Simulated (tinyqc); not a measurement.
## Space-charge-limited current with shallow traps: from ohmic to space-charge-limited current

One carrier type, drift only, an injecting contact at x = 0 (zero field) and thickness L. The share th = y/(1 + y), y = (Nc/Nt) exp(-Et/kB T), of the injected charge is free: J = q mu n F, eps0 eps_r dF/dx = q (n - n0)/th.

Ohmic J = q n0 mu V/L; Mott-Gurney J = (9/8) th eps0 eps_r mu V^2/L^3; they cross at Vx = 8 q n0 L^2/(9 th eps0 eps_r); traps fill at V_TFL = q Nt L^2/(2 eps0 eps_r). Exact: with u = n0/n(L), w = -u - ln(1 - u) and v = -u - u^2/2 - ln(1 - u), V = (q n0 L^2/(th eps0 eps_r)) v/w^2 and J = q^2 n0^2 mu L/(th eps0 eps_r w).

Parameters, values chosen for the exercise:
- T = 350 K (temperature)
- eps_r = 14.5 (relative permittivity)
- mu = 0.24 cm^2/(V s) (mobility)
- L = 430 nm (thickness)
- Nc = 9.7e20 cm^-3 (band density of states)
- Nt = 1.5e18 cm^-3 (trap density)
- Et = 0.45 eV (trap depth)
- n0 = 1.1e12 cm^-3 (free carrier density in equilibrium)

Constants: q = 1.602176634e-19 C, kB = 1.380649e-23 J/K, Vt = kB T/q, eps0 = 8.8541878128e-14 F/cm where lengths are in cm. Results are converted to the units shown.

Result of one run:
```
J (A/cm^2)  ohmic (A/cm^2)  Mott-Gurney (A/cm^2)  d ln J/d ln V
0.2510             0.01574                0.2391          1.952
```

Which voltage V gave this result: 0.16, 0.59, 2.2 or 16 V?

V = 16 V.

The whole series:
```
V (V)  J (A/cm^2)  ohmic (A/cm^2)  Mott-Gurney (A/cm^2)  d ln J/d ln V
0.081    8.260e-5        7.968e-5              6.128e-6          1.038
0.16     1.697e-4        1.574e-4              2.391e-5          1.085
0.3      3.448e-4        2.951e-4              8.406e-5          1.182
0.59     8.107e-4        5.804e-4              3.251e-4          1.356
1.1      0.001999        0.001082              0.001130          1.541
2.2      0.006206        0.002164              0.004521          1.719
4.2       0.01964        0.004131               0.01648          1.836
8.2       0.06892        0.008066               0.06280          1.910
16         0.2510         0.01574                0.2391          1.952
31         0.9205         0.03049                0.8976          1.975
59          3.295         0.05804                 3.251          1.987
```

The local exponent rises from 1.04 to 1.99, passing from ohmic towards the square law around Vx = 1.05 V. In the last row J is 1.3 % above the Mott-Gurney value. For V = 0.081, 0.16, 0.3, 0.59, 1.1, 2.2 the voltage is under 100 kB T/q, where diffusion would add more than a third of the Mott-Gurney current.

Range of the model: Diffusion and a field-dependent mobility are left out. With injecting contacts the diffusion current, about 4 pi^2 Vt th eps0 eps_r mu V/L^3, equals the Mott-Gurney current at V = 35 kB T/q (0.9 V at 300 K), so the drift-only result needs V well above that.

Numbers from tinyqc (`OMP_NUM_THREADS=1 python tinyqc.py 2370009 2370010 out.jsonl`; about 0.01 s on one thread of a shared Intel Xeon 2.30GHz).
